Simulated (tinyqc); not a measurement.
Which input was changed? Model: Berg model of reactive sputtering of a nitride or oxide: poisoning, hysteresis and pumping speed. Computed by tinyqc, a small Python program. Command: `OMP_NUM_THREADS=1 python tinyqc.py 3021032 3021033 out.jsonl berg which`. One thread of a shared host (Intel(R) Xeon(R) Processor @ 2.30GHz), about 0.6 s of CPU time with the checks.

A diatomic gas reacts with bare metal on the target and on the collecting surfaces; ions remove metal and compound from the target. theta_t and theta_c are the compound fractions.

Inputs (values chosen for the exercise, close to those used for titanium dioxide):
```
quantity                         value     unit
ion current density J               23  mA/cm^2
target area A_t                    260     cm^2
collecting area A_c               5500     cm^2
metal yield Y_m                   0.53        -
compound yield Y_c               0.037        -
sticking coefficient alpha        0.41        -
reactive atoms per metal atom z      2        -
gas mass M                          32        u
pumping speed S                    130      l/s
gas temperature T                  300        K
```

Constants: e = 1.602176634e-19 C; u = 1.6605390666e-27 kg; k_B = 1.380649e-23 J/K.

Method:
- Ion flux j = J/e; gas flux F = P/sqrt(2 pi M k_B T). Target: (2/z) alpha F (1 - theta_t) = j Y_c theta_t. Sputtered flows F_c = j Y_c theta_t A_t, F_m = j Y_m (1 - theta_t) A_t. Collector: (2/z) alpha F (1 - theta_c) A_c + F_c (1 - theta_c) = F_m theta_c. Gas use Q = alpha F [(1 - theta_t) A_t + (1 - theta_c) A_c] + P S/(k_B T); 1 sccm = 4.4780e17 molecules/s. Rate R = F_m + F_c, given relative to j Y_m A_t.
- P is a single-valued function of the flow Q only if dQ/dP > 0 everywhere: S must exceed k_B T times the steepest fall of the surface terms with P.
- Turning points solve dQ/dP = 0; a jump keeps Q fixed; the width of the loop is the difference of the two turning flows.

Question. One of these inputs alone was changed, within the range given: ion current density J (11.5 to 46); collecting area A_c (2750 to 1.1e+04); compound yield Y_c (0.0185 to 0.074); sticking coefficient alpha (0.205 to 0.82). Which one, and to what value?

Results:
```
run     pressure of the steepest fall (Pa)  critical pumping speed (l/s)  width of the loop (sccm)
before                         0.008014570                      1154.099                  7.975673
after                          0.009230269                      1002.096                  7.537668
```

Answer.

Each candidate set to reproduce pressure of the steepest fall, and what it then gives:
```
candidate                         range searched  value needed  critical pumping speed (l/s)  width of the loop (sccm)
ion current density J (mA/cm^2)       11.5 to 46         26.49                        1154.1                    9.1855
collecting area A_c (cm^2)       2750 to 1.1e+04          4081                         930.4                    6.6078
compound yield Y_c               0.0185 to 0.074       0.04684                        1024.6                    7.9203
sticking coefficient alpha         0.205 to 0.82        0.3560                        1002.1                    7.5377
```

Only sticking coefficient alpha fits every result: it went from 0.41 to 0.356. The next best candidate, compound yield Y_c, misses one result by 5.1 %.
